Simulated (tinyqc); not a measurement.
# Surface potential of a MOS transistor: implicit equation and explicit approximations: two studies

p-type body, charge-sheet picture, depletion and inversion only, full ionisation (an idealisation for deep acceptors), Boltzmann statistics (rough once Na exp(x - xn) passes about Nc/7). In units of Vt: xg = (Vg - Vfb)/Vt, x = psi/Vt, G = gamma/sqrt(Vt), xn = (2 phiF + Vc)/Vt. The implicit equation is (xg - x)^2 = G^2 [x - 1 + exp(x - xn)] for x above about 3. Cox = eps0 eox/tox.

Parameters, values chosen for the exercise; band and dielectric values close to those of silicon: temperature T = 300 K; band gap Eg = 1.12 eV; relative permittivity eps_r = 11.8; conduction-band density of states at T Nc = 2.76e19 cm^-3; valence-band density of states at T Nv = 2.69e19 cm^-3; relative permittivity of the gate insulator (close to silicon dioxide) eox = 3.9; insulator thickness tox = 9.9 nm; acceptor density Na = 8.5e16 cm^-3; flat-band voltage Vfb = -0.31 V; channel-body voltage Vc = 1 V; gate-body voltage Vg = 2.6 V.

Constants: q = 1.602176634e-19 C, kB = 1.380649e-23 J/K, Vt = kB T/q, eps0 = 8.8541878128e-14 F/cm where lengths are in cm. Results are converted to the units shown.

Each table varies one quantity; the others keep the values above.

## Accuracy of the approximations against gate voltage

ni = sqrt(Nc Nv) exp(-Eg/(2 Vt)), Eg in volts; phiF = Vt ln(Na/ni); gamma = sqrt(2 q eps0 eps_r Na)/Cox; VT = Vfb + Vt (xn + G sqrt(xn - 1)). Depletion value a = 1 + [sqrt(G^2/4 + xg - 1) - G/2]^2; inversion value b = xn + ln[(xg - xn)^2/G^2 - xn + 1] and first guess y = min(a, b) - ln(1 + exp(-|a - b|)) if a > xn + 1, else b = y = a; one second-order correction with D = exp(y - xn), p = 2 (xg - y) + G^2 (1 + D), w = (xg - y)^2 - G^2 (y - 1 + D): z = y + 2 w/(p + sqrt(p^2 - 2 (2 - G^2 D) w)), or the Newton step z = y + w/p where the root is not real. N_inv = (Cox Vt G/q) [sqrt(x - 1 + exp(x - xn)) - sqrt(x - 1)] at the root. Lambert form (Cox m Vt/q) W0[(G/(2 m sqrt(xn - 1))) exp((Vg - VT)/(m Vt))], m = 1 + G/(2 sqrt(xn - 1)). Errors under 1e-4 mV, and the linear form below VT, are printed as 0.

Results:

| Vg (V) | psi (V) | x - xn | error of y (mV) | error of z (mV) | N_inv (cm^-2) | Cox (Vg - VT)/q (cm^-2) | Lambert form (cm^-2) |
|---|---|---|---|---|---|---|---|
| 1.76 | 1.486 | -13.00 | 0 | 0 | 2.553e4 | 0 | 2.077e4 |
| 1.96 | 1.653 | -6.522 | 6.06e-3 | 0 | 1.569e7 | 0 | 1.458e7 |
| 2.16 | 1.818 | -0.1269 | 3.47 | -1.37e-3 | 8.926e9 | 4.965e8 | 8.943e9 |
| 2.36 | 1.904 | 3.192 | 16.7 | -2.07 | 2.242e11 | 4.359e11 | 2.289e11 |
| 2.56 | 1.932 | 4.273 | 11.6 | -0.559 | 5.881e11 | 8.713e11 | 6.003e11 |
| 2.96 | 1.960 | 5.343 | 7.31 | -0.120 | 1.388e12 | 1.742e12 | 1.414e12 |
| 3.16 | 1.969 | 5.695 | 6.32 | -0.0750 | 1.800e12 | 2.178e12 | 1.832e12 |
| 3.36 | 1.976 | 5.989 | 5.61 | -0.0513 | 2.216e12 | 2.613e12 | 2.254e12 |

Estimate the missing row, Vg = 2.76 V.

Computed row:

| Vg (V) | psi (V) | x - xn | error of y (mV) | error of z (mV) | N_inv (cm^-2) | Cox (Vg - VT)/q (cm^-2) | Lambert form (cm^-2) |
|---|---|---|---|---|---|---|---|
| 2.76 | 1.948 | 4.896 | 8.84 | -0.223 | 9.823e11 | 1.307e12 | 1.002e12 |

With this row back in the table: psi rises from 1.49 to 1.98 V and ends 6.0 Vt above 2 phiF + Vc. Among the rows the first guess is off by at most 17 mV (at Vg = 2.36 V) and the corrected value by at most 2.1 mV. In the last row the linear form is 18 % above N_inv and the Lambert form 1.7 % above it; in the first row the Lambert form is 19 % below it. For Vg = 2.56, 2.76, 2.96, 3.16, 3.36 the electron quasi-Fermi level lies less than 2 Vt below the band edge at the surface, or above it, where degeneracy and confinement, left out, matter.

## Effect of the insulator thickness at fixed gate voltage

Same model as above.

Results:

| tox (nm) | psi (V) | x - xn | error of y (mV) | error of z (mV) | N_inv (cm^-2) | Cox (Vg - VT)/q (cm^-2) | Lambert form (cm^-2) |
|---|---|---|---|---|---|---|---|
| 3.3 | 2.0038 | 7.0439 | 10.1 | -0.363 | 4.4380e12 | 5.6971e12 | 4.6023e12 |
| 6.2 | 1.9690 | 5.6979 | 9.46 | -0.284 | 1.8036e12 | 2.3724e12 | 1.8517e12 |
| 8.5 | 1.9481 | 4.8919 | 10.0 | -0.342 | 9.7914e11 | 1.3486e12 | 1.0011e12 |
| 12 | 1.9158 | 3.6415 | 13.2 | -0.879 | 3.3817e11 | 5.4376e11 | 3.4436e11 |
| 16 | 1.8411 | 0.75211 | -0.165 | 0 | 2.1270e10 | 5.5079e10 | 2.1450e10 |
| 22 | 1.5731 | -9.6137 | 5.21e-4 | 0 | 7.3095e5 | 0 | 6.1244e5 |
| 30 | 1.2732 | -21.216 | 0 | 0 | 7.4477 | 0 | 3.1401 |

Estimate the missing row, tox = 4.5 nm.

Computed row:

| tox (nm) | psi (V) | x - xn | error of y (mV) | error of z (mV) | N_inv (cm^-2) | Cox (Vg - VT)/q (cm^-2) | Lambert form (cm^-2) |
|---|---|---|---|---|---|---|---|
| 4.5 | 1.9873 | 6.4062 | 9.62 | -0.304 | 2.9448e12 | 3.8016e12 | 3.0379e12 |

With this row back in the table: As tox goes from 3.3 to 30, psi falls from 2.00 to 1.27 V, x - xn falls from 7.04 to -21.2 and N_inv falls from 4.44e12 to 7.45 cm^-2. The Lambert form lies between 0.422 and 1.04 times N_inv. For tox = 3.3, 4.5, 6.2, 8.5 the electron quasi-Fermi level lies less than 2 Vt below the band edge at the surface, or above it, where degeneracy and confinement, left out, matter.

Numbers from tinyqc (`OMP_NUM_THREADS=1 python tinyqc.py 2122179 2122180 out.jsonl`; about 0.01 s on one thread of a shared Intel Xeon 2.30GHz).
